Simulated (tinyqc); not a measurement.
Resistance of a tapered via with liner, size effect and interface: one step of the calculation.

A round via whose diameter grows from db at the bottom as D(z) = db + 2 z/tan(ang). The fill, of diameter D - 2 tl, starts above the bottom liner (thickness fb tl) and has rho = rho0 (1 + ks lam/(D - 2 tl)); the sidewall liner conducts in parallel with it. The bottom liner and the interface are crossed over the full area pi db^2/4. Spreading in the lines above and below is left out.

Question. Slices of the via. Slices between z0 = fb tl and hv, evaluated at their midpoints: conductance per length pi/4 [(D - 2 tl)^2/rho + (D^2 - (D - 2 tl)^2)/rl], slice resistance = slice height over that. 10 slices.

Values chosen for this exercise; fill metal close to ruthenium: diameter at the bottom db = 21 nm; height hv = 31 nm; sidewall angle ang = 87 degrees; bulk resistivity of the fill rho0 = 7.99 uohm cm; mean free path of the fill lam = 6.45 nm; size-effect factor ks = 1.2; liner on the sidewall tl = 0.2 nm; liner at the bottom over that on the sidewall fb = 0.5; resistivity of the liner rl = 330 uohm cm.

Wanted: z; D; rho; slice resistance.

Answer.

| slice | z (nm) | D (nm) | rho (uohm cm) | slice resistance (ohm) |
|---|---|---|---|---|
| 0 | 1.645 | 21.17 | 10.97 | 0.9987 |
| 1 | 4.735 | 21.50 | 10.92 | 0.9642 |
| 2 | 7.825 | 21.82 | 10.88 | 0.9315 |
| 3 | 10.91 | 22.14 | 10.83 | 0.9004 |
| 4 | 14.01 | 22.47 | 10.79 | 0.8708 |
| 5 | 17.09 | 22.79 | 10.75 | 0.8427 |
| 6 | 20.18 | 23.12 | 10.71 | 0.8158 |
| 7 | 23.27 | 23.44 | 10.67 | 0.7902 |
| 8 | 26.36 | 23.76 | 10.64 | 0.7658 |
| 9 | 29.45 | 24.09 | 10.60 | 0.7425 |

Numbers from tinyqc (`OMP_NUM_THREADS=1 python tinyqc.py 2750038 2750039 out.jsonl`; about 0.01 s on one thread of a shared Intel Xeon 2.30GHz).
